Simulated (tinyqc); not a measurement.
# Ballistic Schottky-barrier transistor with a two-dimensional channel, WKB contacts, step by step

Program tinyqc, `OMP_NUM_THREADS=1 python tinyqc.py 2390048 2390049 out.jsonl`; Intel Xeon 2.30GHz, shared host, one thread, about 0.5 s. Printed values are rounded.

Source Fermi level 0, drain Fermi level -Vd. Far from the contacts Ec = pn - psi, and the gate moves psi one to one; the band edges relax as exp(-x/lam) from pn at the source and pn - Vd at the drain; Ev = Ec - Eg. A carrier of energy w inside the channel band meets at a contact a barrier of height D (the contact edge beyond the channel edge): T = 1 for w >= D, else exp(-S), S = 4 lam sqrt(m/C) [sqrt(D - w) - sqrt(w) arctan sqrt((D - w)/w)], C = hbar^2/(2 m0). The two contacts combine as Ts Td/(Ts + Td - Ts Td).

Values chosen for this exercise; channel values close to those of a molybdenum disulphide layer:

| symbol | value | unit | meaning |
|---|---|---|---|
| T | 300 | K | temperature |
| Eg | 1.7 | eV | band gap |
| pn | 0.11 | eV | barrier for electrons at both contacts |
| mn | 0.47 | m0 | electron mass |
| mp | 0.57 | m0 | hole mass |
| g | 2 |  | valleys or subbands |
| lam | 3.2 | nm | screening length at the contacts |
| Vd | 0.7 | V | drain bias |
| ps | 0.28 | V | band shift psi of the channel by the gate |
| w0 | 0.13 | eV | energy of one carrier inside the channel band |
| wm | 0.46 | eV | upper end of the grid |
| nE | 13 |  | points of the grid |

Constants: q = 1.602176634e-19 C, kB = 1.380649e-23 J/K, hbar = 1.054571817e-34 J s, h = 6.62607015e-34 J s, m0 = 9.1093837015e-31 kg, Vt = kB T/q, hbar^2/(2 m0) = 0.0380998212 eV nm^2. Results are converted to the units shown.

Range of the model: No scattering, image-force lowering, channel charge or band-to-band tunnelling; parabolic kappa overstates S deep in the gap.

## Band edges and barriers

Electrons: Ds = psi, Dd = psi - Vd, Es = Ec, Ed = Ec + Vd. Holes: Ds = -psi, Dd = Vd - psi, Es = -Ev, Ed = -Ev - Vd. The size of each current is taken; both flow from drain to source and add.

Ec = -0.17 eV
Ev = -1.87 eV
D for electrons (eV): source 0.2800000, drain -0.4200000
D for holes (eV): source -0.2800000, drain 0.4200000

A negative D is no barrier. Here the electrons carry the larger current.

## Transmission of one of the electrons

S and T at both contacts for w = w0, and the tunnelling distance lam ln(D/w) at the higher barrier.

S at the source = 4.101476
S at the drain = 0
combined T = 0.01654824
tunnelling distance = 2.455216 nm

## Current of the electrons on a coarse grid

I/W = g (2 q^2/h) int T(w) [N(Es + w) - N(Ed + w)] dw with w the energy of motion along the channel, N(y) = (1/2 pi) sqrt(pi m kB T/C) Fm(-y/kB T), Fm(x) = (1/sqrt(pi)) int_0^infinity u^(-1/2)/(1 + exp(u - x)) du. Electrons: Ds = psi, Dd = psi - Vd, Es = Ec, Ed = Ec + Vd. Holes: Ds = -psi, Dd = Vd - psi, Es = -Ev, Ed = -Ev - Vd. The size of each current is taken; both flow from drain to source and add. Simpson's rule on nE equally spaced w from 0 to wm.

```
point     w (eV)            Ts  Td             T  size of the supply difference (1/um)
0      0.0000000  4.661894e-11   1  4.661894e-11                              455.9564
1      0.0383333   9.070053e-6   1   9.070053e-6                              397.9245
2      0.0766667   5.137280e-4   1   5.137280e-4                              328.5631
3      0.1150000   0.007305357   1   0.007305357                              241.6923
4      0.1533333    0.04911474   1    0.04911474                              138.6186
5      0.1916667     0.1972795   1     0.1972795                              53.25902
6      0.2300000     0.5240991   1     0.5240991                              14.63566
7      0.2683333     0.9337049   1     0.9337049                              3.495646
8      0.3066667             1   1             1                             0.8031202
9      0.3450000             1   1             1                             0.1828128
10     0.3833333             1   1             1                            0.04152477
11     0.4216667             1   1             1                           0.009427521
12     0.4600000             1   1             1                           0.002140129
```

current = 185.9596 uA/um

A converged quadrature gives 185.4 uA/um; this grid is 0.30 % above that. 4.86 % of it passes over both barriers, the rest tunnels. The other carrier adds 2.41e-22 uA/um.
